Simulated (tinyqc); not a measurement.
Inside a calculation: Gamma, L and X subbands of a thin body with non-parabolic valleys. Values are carried at full precision from step to step, so a last printed digit may differ when a step is redone from the rounded ones.

Hard walls, flat band, c = hbar^2/2m0, energies from the bulk Gamma edge. For a valley at angle theta to the normal 1/m_z = cos^2/ml + sin^2/mt and m_d = sqrt(ml mt^2/m_z). Subband n starts at E_v + e with e (1 + a e) = c (n pi/t)^2/m_z, and its density-of-states mass is taken as m_d (1 + 2 a e), without further growth at higher in-plane energy. Groups are named by valley and degeneracy.

Constants: hbar^2/2m0 = 3.80998211 eV angstrom^2; kB = 8.617333262e-05 eV/K.

Values chosen for the exercise (near those of a thin InP channel; not measured data): face = 110 (surface); mG = 0.0797 m0 (Gamma mass); aG = 0.58 1/eV (Gamma non-parabolicity); EL = 0.596 eV (L edge above Gamma); mL = (1.579, 0.097) m0 (L valleys (four, along <111>): ml, mt); EX = 0.921 eV (X edge above Gamma); mX = (0.851, 0.271) m0 (X valleys (three, along <100>): ml, mt); aS = 0.7 1/eV (non-parabolicity of L and X); t = 52 angstrom (body thickness); Ns = 8.5 x 1e12/cm^2 (sheet density); T = 300 K (temperature); eot = 7 angstrom (equivalent oxide thickness).

## Valley groups

List degeneracy, edge, m_z, m_d and a.

Groups:

| group | g | E_v (eV) | m_z | m_d | a (1/eV) |
|---|---|---|---|---|---|
| G1 | 1 | 0.000 | 0.0797 | 0.0797 | 0.58 |
| L2 | 2 | 0.596 | 0.2592 | 0.2394 | 0.70 |
| L2' | 2 | 0.596 | 0.0970 | 0.3914 | 0.70 |
| X2 | 2 | 0.921 | 0.4111 | 0.3899 | 0.70 |
| X1 | 1 | 0.921 | 0.2710 | 0.4802 | 0.70 |

## Subband edges

n = 1 to 8 for each group; list the ten lowest.

Subbands:

| subband | g | E (eV) | DOS mass |
|---|---|---|---|
| G1 n=1 | 1 | 0.1597 | 0.0945 |
| G1 n=2 | 1 | 0.5331 | 0.1290 |
| L2 n=1 | 2 | 0.6478 | 0.2568 |
| L2' n=1 | 2 | 0.7273 | 0.4633 |
| L2 n=2 | 2 | 0.7855 | 0.3030 |
| X2 n=1 | 2 | 0.9541 | 0.4080 |
| X1 n=1 | 1 | 0.9706 | 0.5136 |
| L2 n=3 | 2 | 0.9772 | 0.3672 |
| G1 n=3 | 1 | 0.9955 | 0.1717 |
| L2' n=2 | 2 | 1.0347 | 0.6317 |

The lowest subband is G1 n=1, 373 meV below G1 n=2; in the bulk the lowest valley is Gamma.

## Filling and quantum capacitance

n_i = g m/(2 pi c) kB T ln(1 + exp((EF - E_i)/kB T)), sum n_i = Ns (1e12/cm^2 = 1e-4/angstrom^2), c = hbar^2/2m0. Quantum capacitance Cq = 1602.176634 sum g m/(2 pi c) f_i in microfarad/cm^2 with f_i = 1/(1 + exp((E_i - EF)/kB T)); Cox = 34.5313/eot (one gate); C/Cox = Cq/(Cq + Cox), the centroid term left out.

Over the ten listed subbands, named by valley (G, L, X), degeneracy and number.

EF = 0.3750 eV

n_i in the order of the list (1e12/cm^2): 8.497  0.003  0.000  0.000  0.000  0.000  0.000  0.000  0.000  0.000

Cq = 6.34 microfarad/cm^2
Cox = 4.933 microfarad/cm^2
C/Cox = 0.562

EF lies 215 meV above the lowest edge; Gamma holds 100 % of the electrons. The low density of states costs 44 % of the gate capacitance.

## Checks

- Cq against the slope dNs/dEF by finite differences, microfarad/cm^2: both 6.34.

Program tinyqc; command `OMP_NUM_THREADS=1 python tinyqc.py 1281794 1281795 out.jsonl`; about 0.04 s on one thread of a shared Intel(R) Xeon(R) Processor @ 2.30GHz.
